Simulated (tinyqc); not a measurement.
Inversion-layer mobility, back-scattering and ballistic limit of a field-effect transistor. Changing the transport mass m. Computed by tinyqc, a small Python program. Command: `OMP_NUM_THREADS=1 python tinyqc.py 3031881 3031882 out.jsonl mos sweep`. One thread of a shared host (Intel(R) Xeon(R) Processor @ 2.30GHz), about 0.01 s of CPU time with the checks.

The charge at the top of the source barrier is fixed by the gate; series resistance and short-channel effects are left out. F_j are Fermi integrals normalised to exp(eta) in the classical limit.

Inputs (values chosen for the exercise, modelled on a silicon n-channel):
```
quantity,value,unit
valley degeneracy g_v,2,-
weight w of the inversion charge,0.5,-
permittivity eps,11.7,-
"phonon mobility at 1 MV/cm and 300 K, mu_ph",350,cm^2/(V s)
"roughness mobility at 1 MV/cm, mu_sr",1400,cm^2/(V s)
"Coulomb mobility at N_inv = 1e12/cm^2, mu_C",670,cm^2/(V s)
electrical oxide thickness t_inv,2.2,nm
depletion charge N_dep,2.8e+11,1/cm^2
gate overdrive V_G - V_T,0.12,V
drain voltage V_D,0.69,V
channel length L,11,nm
exponent a of the critical length,0.78,-
temperature T,300,K
```

Statistics at the top of the barrier: non-degenerate.

Constants: eps_0 = 8.8541878128e-12 F/m; e = 1.602176634e-19 C; m_0 = 9.1093837015e-31 kg; k_B = 1.380649e-23 J/K; hbar = 1.054571817e-34 J s; k_B = 8.617333262e-05 eV/K.

Method:
- N_inv = 3.9 eps_0 (V_G - V_T)/(e t_inv); effective field E_eff = e (N_dep + w N_inv)/(eps eps_0).
- mu_phonon = mu_ph (E_eff/1 MV/cm)^(-0.3) (T/300 K)^(-1.75); mu_rough = mu_sr (E_eff/1 MV/cm)^(-2); mu_Coulomb = mu_C (N_inv/1e12 cm^-2) (T/300 K); Matthiessen's rule adds 1/mu.
- Non-degenerate: every F_j(eta) is replaced by exp(eta).
- Ballistic channel: N_2D = g_v m k_B T/(pi hbar^2), U = e V_D/(k_B T); eta_F solves N_inv = (N_2D/2)[F_0(eta_F) + F_0(eta_F - U)]; v_T = sqrt(2 k_B T/(pi m)); I/W = e (N_2D/2) v_T [F_1/2(eta_F) - F_1/2(eta_F - U)]; injection velocity v_T F_1/2(eta_F)/F_0(eta_F).
- Mean free path lambda = (2 k_B T/e)(mu/v_T) F_0(eta_0)/F_-1/2(eta_0), with eta_0 from N_inv = N_2D F_0(eta_0); critical length l = L (1 + U)^(-a), an empirical rule; back-scattering r = l/(l + lambda). Then eta solves N_inv = (N_2D/2)[(1 + r) F_0(eta) + (1 - r) F_0(eta - U)] and I/W = e (N_2D/2) v_T (1 - r)[F_1/2(eta) - F_1/2(eta - U)].
- Ballistic ratio: I over the ballistic current. Apparent mobility 1/(1/mu + 1/mu_B), mu_B = mu L/lambda.

One run for each value:
```
transport mass m (m_0),injection velocity (1e7 cm/s),ballistic current I/W (microampere/micrometre),eta_F,ballistic ratio
0.092,1.7738,334.10,0.1683,0.86125
0.130,1.4922,281.06,-0.1775,0.88065
0.200,1.2030,226.60,-0.6083,0.90150
0.280,1.0168,191.51,-0.9447,0.91546
0.410,0.8402,158.26,-1.3261,0.92910
0.600,0.6946,130.83,-1.7069,0.94066
```

What does the table show, and why?

Over the rows, injection velocity (1e7 cm/s) falls from 1.77 to 0.695 (exponent d ln y / d ln x about -0.50 throughout); ballistic current I/W (microampere/micrometre) falls from 334 to 131 (exponent d ln y / d ln x about -0.50 throughout); eta_F falls from 0.168 to -1.71. The exponent of injection velocity stays at -0.50: a thermal velocity. N_inv and mu are held fixed; in a real device a light mass also lowers the gate capacitance. Left out: 0.0300, 0.0440, 0.0630 (the gas is degenerate).

Caution (rows 0.0920, 0.130, 0.200, 0.280): eta_F is above -1, so the non-degenerate formulas understate the injection velocity and the current.
